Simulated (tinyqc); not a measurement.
Binary melting diagram from solution models of liquid and solid: one step, computed by the program tinyqc. Command: `OMP_NUM_THREADS=1 python tinyqc.py 3020002 3020003 out.jsonl melt walk`. One thread of a shared host (Intel(R) Xeon(R) Processor @ 2.30GHz), about 0.01 s of CPU time with the checks.

x is the fraction of B. In a phase with interaction L: mu_A = G_A + R T ln(1 - x) + L x^2, mu_B = G_B + R T ln x + L (1 - x)^2. Melting: G(liquid) - G(solid) = H (1 - T/T_m) for each pure component.

Question. Dilute B in A: partition coefficient and slope. At T_A, k0 = exp[(dG_B(T_A) + L_L - L_S)/(R T_A)]; van 't Hoff: m_L = -R T_A^2 (1 - k0)/H_A per unit fraction. Burton-Prim-Slichter: k_eff = k0/[k0 + (1 - k0) exp(-V delta/D)]. Freezing range of c0: |m_L| c0 |1 - k0|/k0.

Inputs (values chosen for the exercise, modelled on Si-Ge):

| quantity | value | unit |
|---|---|---|
| melting point T_A | 1687 | K |
| melting point T_B | 1211 | K |
| heat of melting H_A | 49.7 | kJ/mol |
| heat of melting H_B | 37.4 | kJ/mol |
| liquid interaction L_L | 6.5 | kJ/mol |
| solid interaction L_S | 3.1 | kJ/mol |
| dilute content c0 of B | 0.0016 | - |
| growth number V delta/D | 0.54 | - |

Diagram: complete solid solution (lens).

Constants: R = 8.314462618 J/(mol K).

Give: partition coefficient k0; liquidus slope m_L; effective coefficient k_eff; freezing range.

Answer.

partition coefficient k0 = 0.4468

liquidus slope m_L = -263.4 K

effective coefficient k_eff = 0.5809

freezing range = 0.5218 K

k0 < 1: the solid rejects B and B lowers the melting point. Faster growth moves k_eff towards 1.
